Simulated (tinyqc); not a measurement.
Convergence with cell size: Koster-Slater impurity in a tight-binding band, by Green functions and by supercells. Computed by tinyqc, a small Python program. Command: `OMP_NUM_THREADS=1 python tinyqc.py 3005479 3005480 out.jsonl kosterslater walk`. One thread of a shared host (Intel(R) Xeon(R) Processor @ 2.30GHz), about 0.03 s of CPU time with the checks.

One orbital per site, e(k) = -2 t sum cos(k_i) over 2 direction(s), band from -4 t to 4 t, lattice constant 1. One site has the extra energy U. Spin is left out.

Inputs (values chosen for the exercise, for a model band): hopping t = 0.65 eV; impurity potential U = -3.89 eV.

Lattice: square.

Method:
- Outside the band G0(E) = (2/(pi E)) K(m), m = 16 t^2/E^2, K the complete elliptic integral with parameter m.
- A bound state solves 1/U = G0(E).
- Bisection in ln(distance from the edge) between 1e-5 t and |U| + t. Weight on the impurity site: -1/(U^2 dG0/dE), by a central difference with step min(1e-4 t, distance/30). Decay length along an axis: 1/arccosh(1 + distance/(2 t)).
- In a periodic cell of N sites along each direction with Bloch vector K, the level solves 1/U = N^-d sum_k 1/(E - e(k)), k_i = (2 pi m_i + K_i)/N, m_i = 0..N-1; the outermost root on the side of U is taken (bisection). d is the number of directions. Gamma means K_i = 0, the zone corner K_i = pi, the quarter point K_i = pi/2.
- Even N; errors against the isolated level E_b, set to 0 below 1e-6 t.

level E_b = -4.33517 eV

decay length = 0.670391 sites

Error of the level (eV):
```
N,sites,Gamma,corner,quarter point
2,4,-3.9625e-01,4.4517e-01,1.5028e-02
4,16,-1.5613e-02,1.5028e-02,2.6827e-05
6,36,-6.2685e-04,6.1672e-04,0
8,64,-2.6948e-05,2.6827e-05,0
12,144,0,0,0
16,256,0,0,0
```

What does the comparison show, and why?

The error at Gamma falls exponentially, between the last two resolved rows by exp(-1.573) per site against 1/(decay length) = 1.492; the rest is the power-law prefactor of the Green function. Gamma and the corner err in opposite directions. Among the sizes listed an error below 1 meV is first reached at N = 6 at Gamma; at the quarter point N = 4 is enough.

Extremes, crossings and ranges named in words are read from the listed rows.
